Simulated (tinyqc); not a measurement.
Worked calculation: charge neutrality of a doped semiconductor with incomplete ionisation. Computed by tinyqc, a small Python program that keeps every step. Command: `OMP_NUM_THREADS=1 python tinyqc.py 3004326 3004327 out.jsonl dopant walk`. One thread of a shared host (Intel(R) Xeon(R) Processor @ 2.30GHz), about 0.01 s of CPU time with the checks. Intermediate numbers are printed to about 7 digits and carried at full precision; extremes and crossings named in words are read from the listed rows.

Energies are counted from the top of the valence band; E_D is measured down from the conduction band and E_A up from the valence band.

Inputs (values chosen for the exercise, modelled on GaP):

| quantity | value | unit |
|---|---|---|
| gap at 0 K E_g0 | 2.34 | eV |
| Varshni alpha | 0.000601 | eV/K |
| Varshni beta | 370 | K |
| electron mass m_e | 0.509 | m_0 |
| valleys M_c | 3 | - |
| hole mass m_h | 0.797 | m_0 |
| donor density N_D | 8.4e+17 | cm^-3 |
| acceptor density N_A | 0 | cm^-3 |
| donor depth E_D | 0.11 | eV |
| donor degeneracy g_D | 2 | - |
| temperature T | 300 | K |
| iteration cap | 60 | - |

Doping: n-type. Statistics of the bands: Boltzmann. Solver: Newton steps on the logarithm. Start of Newton steps: intrinsic level E_i.

ratios u of density to N: 0.015  0.05  0.17  0.54  1.8  5.8  19

Constants: m_0 = 9.1093837015e-31 kg; k_B = 1.380649e-23 J/K; h = 6.62607015e-34 J s; k_B = 8.617333262e-05 eV/K.

## Gap and effective densities of states

E_g = E_g0 - alpha T^2/(T + beta). N_c = 2 M_c (2 pi m_e k_B T/h^2)^(3/2) and N_v = 2 (2 pi m_h k_B T/h^2)^(3/2), masses in units of m_0. n_i = sqrt(N_c N_v) exp(-E_g/(2 k_B T)); E_i = E_g/2 + (k_B T/2) ln(N_v/N_c).

gap E_g = 2.259269 eV

N_c = 2.733820e+19 cm^-3

N_v = 1.785499e+19 cm^-3

k_B T = 0.02585200 eV

intrinsic density n_i = 2.329395 cm^-3

intrinsic level E_i = 1.124128 eV

## Charges at trial Fermi levels

n = N_c exp((E_F - E_g)/k_B T), p = N_v exp(-E_F/k_B T). N_D+ = N_D/(1 + g_D exp((E_F - E_g + E_D)/k_B T)). Neutrality: p + N_D+ = n + N_A-; the log ratio is ln[(p + N_D+)/(n + N_A-)]. The last column is ln[(p + N_D+)/(n + N_A-)], which vanishes at neutrality; trial levels are the majority level plus multiples of k_B T, rounded to 0.1 meV.

Densities (cm^-3):

| E_F (eV) | n | p | N_D+ | N_A- | log ratio |
|---|---|---|---|---|---|
| 1.9942 | 9.634130e+14 | 5.632147e-15 | 8.358493e+17 | 0 | 6.765721 |
| 2.0717 | 1.930880e+16 | 2.810161e-16 | 7.639660e+17 | 0 | 3.677963 |
| 2.1234 | 1.426517e+17 | 3.803728e-17 | 4.840703e+17 | 0 | 1.221824 |
| 2.1751 | 1.053898e+18 | 5.148583e-18 | 1.305925e+17 | 0 | -2.088169 |
| 2.2268 | 7.786110e+18 | 6.968928e-19 | 2.042167e+16 | 0 | -5.943500 |

The log ratio changes sign between 2.1234 and 2.1751 eV.

## Solving for the Fermi level

Newton steps from the start named, with the slope from a central difference of 1e-6 eV; the function is the log ratio y = ln[(p + N_D+)/(n + N_A-)]; the bracket -0.3 to E_g + 0.3 eV is narrowed by the sign of y at each step, and a step that would leave it is replaced by its midpoint; stop when |log ratio| < 1e-9.

Course of the iteration:

| step | E_F (eV) | log ratio |
|---|---|---|
| 1 | 1.124128 | 4.042657e+01 |
| 2 | 2.169235 | -1.673295e+00 |
| 3 | 2.145367 | -7.731369e-02 |
| 4 | 2.144143 | -2.618455e-04 |
| 5 | 2.144139 | -3.068918e-09 |
| 6 | 2.144139 | 9.547918e-15 |

Fermi level E_F (last iterate) = 2.144139 eV

converged (1 yes, 0 no) = 1

steps = 6

Converged in 6 steps.

## Densities at the solution

The formulas are those given above.

majority density n = 3.181789e+17 cm^-3

minority density p = 1.705356e-17 cm^-3

ionised share of the donors = 0.3787845

distance of E_F from the majority band edge = 0.1151300 eV

n is 37.9 % of the net doping; n p / n_i^2 = 1.000.

## The closed form for the extrinsic range

With Boltzmann statistics, no holes and every acceptor ionised, n (n + N_A) = n1 (N_D - N_A - n) with n1 = (N_c/g_D) exp(-E_D/k_B T). Take the positive root.

n1 = 1.940087e+17 cm^-3

n from the quadratic = 3.181789e+17 cm^-3

Against the full solution, 3.1818e17 cm^-3, the quadratic is off by -1.8e-7 %.

## Carrier density against temperature

Neutrality is solved by bisection at each T. The last column is -k_B d ln(n T^-3/4)/d(1/T) from this row and the one above; it turns negative as ionisation nears completion, when the density grows more slowly than that power of T.

Against temperature:

| T (K) | n (cm^-3) | E_F from the band edge (eV) | ionised share | activation energy (eV) |
|---|---|---|---|---|
| 46 | 7.823752e+11 | 0.0577016 | 9.313991e-07 | - |
| 58 | 1.642992e+13 | 0.0592753 | 1.955943e-05 | 0.05499982 |
| 80 | 4.310496e+14 | 0.0625614 | 5.131542e-04 | 0.05499551 |
| 120 | 8.308027e+15 | 0.0695355 | 9.890508e-03 | 0.05490252 |
| 180 | 6.404277e+16 | 0.0820581 | 7.624139e-02 | 0.05392407 |
| 280 | 2.710141e+17 | 0.1088289 | 3.226358e-01 | 0.04826289 |
| 300 | 3.181789e+17 | 0.1151300 | 3.787845e-01 | 0.03934102 |
| 430 | 5.702009e+17 | 0.1634126 | 6.788105e-01 | 0.02679664 |
| 600 | 7.256715e+17 | 0.2413886 | 8.638946e-01 | -0.00114428 |
| 640 | 7.443932e+17 | 0.2614154 | 8.861824e-01 | -0.01897073 |

Between the two coldest rows the activation energy is 0.0550 eV, 0.50 of the dopant depth: without compensation E_F sits halfway between level and band, so half the depth shows. No row comes within 10 % of the net doping.

## Reduced Fermi level from a carrier density

F_1/2(eta) = (2/sqrt(pi)) int_0^infinity sqrt(x)/(1 + exp(x - eta)) dx, by the trapezoid rule in t = sqrt(x) with step 0.02 up to t = 12 (for eta < -12 by exp(eta) - exp(2 eta)/2^(3/2)). For u = density/N of the majority band, eta solves F_1/2(eta) = u (bisection). Boltzmann: ln u. Joyce-Dixon: ln u + u/sqrt(8) - 4.95009e-3 u^2 + 1.48386e-4 u^3 - 4.42563e-6 u^4. Degenerate limit: (3 sqrt(pi) u/4)^(2/3). The last column is (eta - ln u) k_B T.

Eta by four rules:

| u | density (cm^-3) | exact | Boltzmann | Joyce-Dixon | degenerate | Boltzmann error (meV) |
|---|---|---|---|---|---|---|
| 0.015 | 4.100730e+17 | -4.194403 | -4.199705 | -4.194403 | 0.073533 | 1.370722e-01 |
| 0.05 | 1.366910e+18 | -2.978067 | -2.995732 | -2.978067 | 0.164086 | 4.566837e-01 |
| 0.17 | 4.647494e+18 | -1.711995 | -1.771957 | -1.711995 | 0.371014 | 1.550131e+00 |
| 0.54 | 1.476263e+19 | -0.426688 | -0.616186 | -0.426688 | 0.801715 | 4.898912e+00 |
| 1.8 | 4.920876e+19 | 1.208965 | 0.587787 | 1.208963 | 1.788981 | 1.605871e+01 |
| 5.8 | 1.585616e+20 | 3.666517 | 1.757858 | 3.665890 | 3.902798 | 4.934265e+01 |
| 19 | 5.194258e+20 | 8.510755 | 2.944439 | 8.315998 | 8.608481 | 1.439004e+02 |

Boltzmann statistics place E_F within 1 meV of the exact value up to u = 0.0500 of those listed and miss by 144 meV at u = 19. Joyce-Dixon stays within 0.01 in eta up to u = 5.80; the degenerate limit is still 1.1 % high at the last u. Past u of about 10 the Joyce-Dixon series fails. A parabolic band is assumed throughout.

Checks made by the program: neutrality at the solution (relative difference 2e-09); the quadratic against the majority density (compared only where minority carriers are negligible) (relative difference 2e-09).
